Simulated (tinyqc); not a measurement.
## Schottky diode by thermionic emission with image-force lowering and series resistance: a Richardson plot

Metal on an n-type semiconductor with one parabolic valley; V > 0 is forward bias (metal positive). I = I0 [exp(Vj/(n Vt)) - 1] with Vj = V - I Rs; I0 = S A* T^2 exp(-(phi - dphi)/Vt), the lowering dphi taken at zero bias.

A* = 4 pi q me m0 kB^2/h^3 (times 1e-4 for A/(cm^2 K^2)); Nc = 2 (2 pi me m0 kB T/h^2)^1.5 (times 1e-6 for cm^-3); xi = Vt ln(Nc/Nd), Vbi = phi - xi; surface field Em = sqrt(2 q Nd (Vbi - V - Vt)/(eps0 eps_r)); dphi = sqrt(q Em/(4 pi eps0 eps_r)). Here V = 0 in Em; phi is held fixed.

Values chosen for this exercise; band and dielectric values close to those of gallium nitride:
```
symbol,value,unit,meaning
me,0.196,m0,electron mass
eps_r,9.35,,relative permittivity
phi,1.3,eV,barrier height seen from the metal
Nd,2.4e16,cm^-3,donor density
S,0.00041,cm^2,area
```

Constants: q = 1.602176634e-19 C, kB = 1.380649e-23 J/K, h = 6.62607015e-34 J s, m0 = 9.1093837015e-31 kg, Vt = kB T/q, eps0 = 8.8541878128e-14 F/cm where lengths are in cm. Results are converted to the units shown.

A Richardson plot:

| T (K) | dphi (meV) | I0 (A) | ln(I0/(S T^2)) | 1/Vt (1/V) |
|---|---|---|---|---|
| 200 | 40.45 | 7.043e-30 | -69.92 | 58.02 |
| 240 | 40.27 | 1.959e-24 | -57.75 | 48.35 |
| 280 | 40.07 | 1.590e-20 | -49.06 | 41.44 |
| 320 | 39.86 | 1.409e-17 | -42.54 | 36.26 |
| 360 | 39.64 | 2.839e-15 | -37.47 | 32.23 |
| 400 | 39.41 | 2.024e-13 | -33.41 | 29.01 |
| 450 | 39.12 | 1.479e-11 | -29.36 | 25.79 |

I0 grows by 18.3 decades. The line through the end rows has the slope -1.258 eV and the intercept ln(22.1 A/(cm^2 K^2)), against phi = 1.3 eV and A* = 23.6. The difference comes from the lowering: dphi falls from 40.5 to 39.1 meV.

Computed by the program tinyqc: `OMP_NUM_THREADS=1 python tinyqc.py 2640061 2640062 out.jsonl`, one thread of a shared Intel Xeon 2.30GHz, about 0.01 s for the whole run.
